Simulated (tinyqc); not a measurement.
# Inputs raised by 5 %, one at a time

Model: five-frequency model of solute diffusion by vacancies in an fcc metal. Computed by tinyqc, a small Python program. Command: `OMP_NUM_THREADS=1 python tinyqc.py 3002318 3002319 out.jsonl fivefreq sens`. One thread of a shared host (Intel(R) Xeon(R) Processor @ 2.30GHz), about 0.01 s of CPU time with the checks.

A vacancy next to the solute exchanges with it (w2), jumps to one of 4 sites that also neighbour the solute (w1) or to one of 7 that do not (w3); w4 is the reverse of w3 and w0 the host jump.

Inputs (values chosen for the exercise, for a model solute in a host close to copper):
```
quantity                                      value      unit
barrier E0 (host jump)                        0.711        eV
barrier E1 (vacancy circles the solute)       0.761        eV
barrier E2 (exchange)                         0.758        eV
barrier E3 (dissociation)                     0.836        eV
binding energy E_b (positive for attraction)   0.11        eV
vacancy formation energy E_f                   1.33        eV
formation entropy S_f                           2.5       k_B
attempt frequency nu                            5.7       THz
lattice constant a                             3.61  angstrom
temperature T                                   682         K
```

Constants: k_B = 8.617333262e-05 eV/K.

Method:
- w_i = nu exp(-E_i/(k_B T)); detailed balance gives E4 = E3 - E_b.
- Manning: with y = w4/w0, 7F = 7 - (10 y^4 + 180.5 y^3 + 927 y^2 + 1341 y)/(2 y^4 + 40.2 y^3 + 254 y^2 + 597 y + 436); f2 = (2 w1 + 7F w3)/(2 w2 + 2 w1 + 7F w3).
- The mean cosine between successive solute jumps follows from f2 = (1 + c)/(1 - c).
- c_v = exp(S_f - E_f/(k_B T)); host D0 = a^2 c_v w0 x 0.7815; solute D2 = a^2 c_v exp(E_b/(k_B T)) w2 f2; 1 angstrom^2 = 1e-16 cm^2.

Runs:
```
input moved                                         from       to  correlation factor f2  solute diffusivity D2 (cm^2/s)  ratio D2/D0     7F
base run                                               -        -                 0.6255                       1.368e-16        2.338  5.428
barrier E0 (host jump) (eV)                        0.711  0.74655                 0.6123                       1.339e-16        4.191  4.744
barrier E1 (vacancy circles the solute) (eV)       0.761  0.79905                 0.5490                       1.200e-16        2.052  5.428
barrier E2 (exchange) (eV)                         0.758   0.7959                 0.7609                       8.731e-17        1.492  5.428
barrier E3 (dissociation) (eV)                     0.836   0.8778                 0.5736                       1.254e-16        2.144  6.068
binding energy E_b (positive for attraction) (eV)   0.11   0.1155                 0.6236                       1.497e-16        2.560  5.328
attempt frequency nu (THz)                           5.7    5.985                 0.6255                       1.436e-16        2.338  5.428
vacancy formation energy E_f (eV)                   1.33   1.3965                 0.6255                       4.411e-17        2.338  5.428
```

Exponents ln(y'/y) / ln(x'/x):
```
input                                         correlation factor f2  solute diffusivity D2  ratio D2/D0      7F
barrier E0 (host jump)                                       -0.436                 -0.436       11.962  -2.758
barrier E1 (vacancy circles the solute)                      -2.674                 -2.674       -2.674   0.000
barrier E2 (exchange)                                         4.018                 -9.200       -9.200   0.000
barrier E3 (dissociation)                                    -1.773                 -1.773       -1.773   2.285
binding energy E_b (positive for attraction)                 -0.061                  1.857        1.857  -0.379
attempt frequency nu                                          0.000                  1.000        0.000   0.000
vacancy formation energy E_f                                  0.000                -23.192        0.000   0.000
```

To which inputs is each result most sensitive?

Among the inputs moved here: correlation factor f2 answers most in size to barrier E2 (exchange) (exponent +4.018), next to barrier E1 (vacancy circles the solute) (-2.674); its exponent is below 0.0005 for attempt frequency nu, vacancy formation energy E_f. Its exponent 0.000 in attempt frequency nu: only ratios of rates enter. Solute diffusivity D2 answers most in size to vacancy formation energy E_f (exponent -23.192), next to barrier E2 (exchange) (-9.200). Its exponent +1.000 in attempt frequency nu: nu sets the clock. Ratio D2/D0 answers most in size to barrier E0 (host jump) (exponent +11.962), next to barrier E2 (exchange) (-9.200); its exponent is below 0.0005 for attempt frequency nu, vacancy formation energy E_f. Its exponent 0.000 in vacancy formation energy E_f: both use the same vacancies. 7F answers most in size to barrier E0 (host jump) (exponent -2.758), next to barrier E3 (dissociation) (+2.285); its exponent is below 0.0005 for barrier E1 (vacancy circles the solute), barrier E2 (exchange), attempt frequency nu, vacancy formation energy E_f.
